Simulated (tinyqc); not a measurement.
Deep-level transient spectroscopy (DLTS) of one majority-carrier trap: one step, computed by the program tinyqc. Command: `OMP_NUM_THREADS=1 python tinyqc.py 3002112 3002113 out.jsonl dlts walk`. One thread of a shared host (Intel(R) Xeon(R) Processor @ 2.30GHz), about 0.05 s of CPU time with the checks.

A filling pulse loads the traps in a one-sided junction; under reverse bias they empty at the rate e, and the capacitance relaxes as C(t) = C_0 - dC exp(-e t). The signal is S = [C(t_2) - C(t_1)]/dC.

Task: Signal size and trap density. W = sqrt(2 eps eps_0 (V_b + V_r)/(e N)), C_0 = eps eps_0 area/W. The pulse goes to zero bias, W_0 = W(V_r = 0). Traps within lambda = sqrt(2 eps eps_0 (E_t - E_F)/(e^2 N)) of the depletion edge stay filled, with E_F = k_B T_p ln(N_b/N) from the band, N_b = 2 M (2 pi m k_B T_p/h^2)^(3/2) (dopants taken as fully ionised). dC = C_0 (N_t/2N) f, f = [(W - lambda)^2 - max(W_0 - lambda, 0)^2]/W^2. The simple estimate is 2 N dC/C_0.

Inputs (values chosen for the exercise, with mass and screening modelled on CdS):
```
quantity                    value   unit
density-of-states mass m    0.192    m_0
valleys M                       1      -
trap depth E_t              0.216     eV
temperature T                 139      K
doping N                  3.3e+16  cm^-3
trap density N_t          4.1e+15  cm^-3
dielectric constant eps      8.72      -
built-in voltage V_b         0.58      V
reverse bias V_r              6.6      V
diode area                 0.0014   cm^2
```

Carriers: electrons. Extra term: none.

peak temperature T_p = 158.7208 K

Constants: eps_0 = 8.8541878128e-12 F/m; e = 1.602176634e-19 C; k_B = 8.617333262e-05 eV/K; m_0 = 9.1093837015e-31 kg; k_B = 1.380649e-23 J/K; h = 6.62607015e-34 J s.

Give: depletion width W; C_0; lambda; f; transient amplitude dC; simple estimate of N_t.

Result:

depletion width W = 0.4579 micrometre

C_0 = 23.60 pF

lambda = 0.07091 micrometre

f = 0.6975

transient amplitude dC = 1023 fF

simple estimate of N_t = 2.860e+15 cm^-3

The simple estimate finds 70 % of the traps. Caution: N_t is not very small against the doping, so the transient is not exactly a single exponential.
